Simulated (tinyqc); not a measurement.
Comparisons within one model: virtual-crystal alloy in the empirical-pseudopotential method. A value that a table varies takes the place of the one given here.

Empirical pseudopotential on the fcc lattice, atoms at +/- tau, tau = a (1,1,1)/8, no spin-orbit coupling. H(G,G') = c (2 pi/a)^2 |k + G|^2 delta + VS(q) cos(q.tau) + i VA(q) sin(q.tau), q = G - G', c = hbar^2/2m0; k and G in units of 2 pi/a; VS at |q|^2 = 3, 8, 11 and VA at 3, 4, 11, in rydberg, zero elsewhere. At each k the basis holds all G with |k + G|^2 up to 16; energies are counted from the fourth level at Gamma.

Virtual crystal A(1-x)B(x): a = (1 - x) a_A + x a_B. Rule linear: V = (1 - x) V_A + x V_B. Rule volume: V = [(1 - x) a_A^3 V_A + x a_B^3 V_B]/a^3, since a form factor is an atomic potential divided by the cell volume.

Constants: hbar^2/2m0 = 3.80998211 eV angstrom^2; Ry = 13.60569312 eV.

Inputs chosen for the exercise (classic local form factors of the size used for GaAs (A) and InAs (B), which place X and L only to a few tenths of an eV; the results hold for these values, not for the real material):
```
symbol  value                  unit      meaning
a       (5.63, 6.039)          angstrom  lattice constants of A, B
VSA     (-0.232, 0.01, 0.061)  Ry        symmetric form factors of A
VAA     (0.07, 0.051, 0.009)   Ry        antisymmetric form factors of A
VSB     (-0.215, 0, 0.051)     Ry        symmetric form factors of B
VAB     (0.079, 0.049, 0.031)  Ry        antisymmetric form factors of B
rule    linear                           mixing rule
```

## Gaps across the alloy

Gaps from the valence top to the fifth band at Gamma, at L = (1/2,1/2,1/2) and at the lowest of k = (f,0,0), f = 0.70, 0.75, ..., 1.00. Bowing C = 4 [(E(0) + E(1))/2 - E(1/2)].

Gaps (eV):
```
x      Gamma  Delta/X  f of the minimum      L  lowest
0.000  1.476    1.778              0.95  1.704   Gamma
0.167  1.302    1.812              0.95  1.667   Gamma
0.333  1.127    1.841              1.00  1.626   Gamma
0.500  0.953    1.864              1.00  1.582   Gamma
0.667  0.779    1.882              1.00  1.535   Gamma
0.833  0.607    1.896              1.00  1.485   Gamma
1.000  0.438    1.907              1.00  1.432   Gamma
```

bowing (eV): Gamma 0.018, Delta/X -0.085, L -0.058

What can be read from the table?

The lowest valley is Gamma throughout. From A to B the Gamma gap moves by -1.04 eV, L by -0.27 eV and Delta/X by +0.13 eV; a move of Delta/X below about 0.4 eV is within the error of such form factors, sign included. The virtual crystal holds no disorder and no bond relaxation, so its bowing comes from the non-linear dependence on the mean potential and volume alone, and it may differ from measured bowing, which is positive in these alloys, in size and even in sign; crossings move with it.

## Two mixing rules

Gaps from the valence top to the fifth band at Gamma, at L = (1/2,1/2,1/2) and at the lowest of k = (f,0,0), f = 0.70, 0.75, ..., 1.00. Both rules agree at the ends.

Gaps (eV):
```
x     Gamma, linear  Delta/X, linear  L, linear  Gamma, volume  Delta/X, volume  L, volume
0.25          1.215            1.828      1.647          1.168            1.820      1.629
0.50          0.953            1.864      1.582          0.893            1.853      1.558
0.75          0.693            1.890      1.510          0.650            1.882      1.492
```

What does this show?

At x = 0.5 the volume rule moves Gamma by -60 meV, Delta/X by -11 meV and L by -24 meV, that is the bowing by -4 times these; the lattice constants differ by 7.3 %, and the rules would coincide for equal ones.

tinyqc: `OMP_NUM_THREADS=1 python tinyqc.py 1080464 1080465 out.jsonl`; about 0.2 s, one thread, shared Intel(R) Xeon(R) Processor @ 2.30GHz.
